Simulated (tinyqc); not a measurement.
Comparisons within one model: Wannier function of the lower band of a two-orbital chain. A value that a table varies takes the place of the one given here.

H(k) = [[-d/2 - 2 ta cos k, -t1 - t2 exp(-ik)], [-t1 - t2 exp(ik), d/2 - 2 tb cos k]], k in 1/a, Bloch sums with exp(ikR) and without the positions inside the cell. Mesh k_j = 2 pi j/N. Projection gauge: each lower eigenvector u is multiplied by the phase that makes <trial|u> real and positive (the one-band case of Loewdin orthogonalisation). Wannier amplitudes w(R) = (1/N) sum_k exp(ikR) u(k); hoppings H(R) = (1/N) sum_k exp(-ikR) E(k).

Values chosen for the exercise:
```
symbol  value  unit     meaning
d       -0.48  eV       A at -d/2, B at +d/2
t1      2.05   eV       A-B in the cell
t2      0.22   eV       B to A of the next cell
ta      0.31   eV       A-A between cells
tb      0.39   eV       B-B between cells
xb      0.46   a        position of B (A at 0)
th      45     degrees  trial orbital cos(th) A + sin(th) B in cell 0
```

## Convergence with the mesh

Centre and Omega_I from overlaps M_j = u_j^+ diag(1, exp(-i b xb)) u_(j+1), b = 2 pi/N: centre -(1/2 pi) sum arg M, Omega_I = (1/(N b^2)) sum (1 - |M|^2). Largest error of the Fourier interpolation on 41 points from 0 to pi.

Mesh:
```
N   centre (a)  Omega_I (a^2)  H(1) (eV)  largest error (meV)
3      0.25837        0.04894   -0.46096               11.626
4      0.25711        0.05093   -0.46387                0.503
6      0.25627        0.05248   -0.46371                0.040
8      0.25599        0.05304   -0.46371                0.003
12     0.25579        0.05345   -0.46371                0.000
16     0.25572        0.05360   -0.46371                0.000
24     0.25567        0.05370   -0.46371                0.000
```

The interpolation error falls exponentially, from 0.5 meV at N = 4 to 0.000 at N = 12, because the hoppings decay exponentially for an isolated band (smallest gap 3.67 eV). Omega_I carries a finite-difference error and converges as a power: against the value 0.05379 on 400 points it is off by -0.00033 at N = 12 and -0.00008 at N = 24, an exponent of 2.00, near the limit 2.

## Choice of the trial orbital

N = 16. Centre, Omega_I and Omega_D from overlaps (b = 2 pi/N, M_j = u_j^+ diag(1, exp(-i b xb)) u_(j+1); Omega_D = (1/(N b^2)) sum (arg M_j + b centre)^2).

Trial angle:
```
th (deg)  smallest projection  centre (a)  Omega_I (a^2)  Omega_D (a^2)
0                       0.656      0.2557        0.05360        0.00144
15                      0.829      0.2557        0.05360        0.00042
30                      0.945      0.2557        0.05360        0.00007
45                      0.997      0.2557        0.05360        0.00000
60                      0.976      0.2557        0.05360        0.00014
75                      0.887      0.2557        0.05360        0.00054
90                      0.737      0.2557        0.05360        0.00143
```

Omega_I is the same for all. Omega_D is smallest at 45 degrees (0.00000) and largest at 0 (0.00144). The centre does not move.

## Centre against ionicity

N = 24, d varied. Overlaps M_j = u_j^+ diag(1, exp(-i b xb)) u_(j+1), b = 2 pi/N; centre -(1/2 pi) sum arg M_j folded into [0, 1); Omega_I = (1/(N b^2)) sum (1 - |M_j|^2); charge moved is -2 times the shift of the centre from its value at d = 0 (a doubly filled band); weight on A averaged over the mesh.

Against d:
```
d (eV)  centre (a)  charge moved (e)  weight on A  Omega_I (a^2)
-6.0        0.4204           -0.3839        0.087         0.0171
-3.0        0.3664           -0.2759        0.205         0.0351
-1.5        0.3089           -0.1609        0.329         0.0479
-0.5        0.2568           -0.0566        0.440         0.0536
0.0         0.2285            0.0000        0.501         0.0544
0.5         0.2003            0.0564        0.562         0.0536
1.5         0.1488            0.1593        0.672         0.0477
3.0         0.0925            0.2719        0.795         0.0351
6.0         0.0394            0.3782        0.912         0.0171
```

For large positive d the function sits on A (centre 0.039) and for large negative d on B at 0.46 (centre 0.420); at d = 0 it lies at 0.228, on the bond inside the cell, the stronger one. Among these rows the spread is largest at d = 0 eV.

## What each parameter does

N = 24: centre (folded into [0, 1)) and Omega_I from overlaps M_j = u_j^+ diag(1, exp(-i b xb)) u_(j+1), b = 2 pi/N: centre = -(1/2 pi) Im ln prod M_j, Omega_I = mean(1 - |M_j|^2)/b^2; and the first two hoppings H(R). Each row changes one parameter from the base and keeps the others.

Results:
```
case             centre (a)  Omega_I (a^2)  H(1) (eV)  H(2) (eV)
base                 0.2557         0.0537    -0.4637     0.0027
d = -0.18 eV         0.2387         0.0543    -0.4614     0.0026
t1 = 2.2 eV          0.2540         0.0536    -0.4635     0.0026
t2 = 0.12 eV         0.2561         0.0527    -0.4142     0.0006
ta = 0.41 eV         0.2576         0.0535    -0.5079     0.0028
xb = 0.51 a          0.2835         0.0656    -0.4637     0.0027
th = 55 degrees      0.2557         0.0537    -0.4637     0.0027
```

The largest shifts from the base row, up to three for each result and ties (the steps differ in size, so this ranks the rows, not the parameters). centre (a): xb +0.0279, d -0.0170, ta +0.0019; unchanged at the printed digits by th. Omega_I (a^2): xb +0.0119, t2 -0.0010, d +0.0006; unchanged at the printed digits by th. H(1) (eV): t2 +0.0495, ta -0.0442, d +0.0023; unchanged at the printed digits by xb and th. H(2) (eV): t2 -0.0021, t1 -0.0002, d -0.0001, ta +0.0001; unchanged at the printed digits by xb and th. The trial angle is a choice of gauge and moves none of these; xb enters the position operator alone, so it leaves the hoppings.

(tinyqc, `OMP_NUM_THREADS=1 python tinyqc.py 1480249 1480250 out.jsonl`, Intel(R) Xeon(R) Processor @ 2.30GHz, 1 thread, shared host, about 0.1 s.)
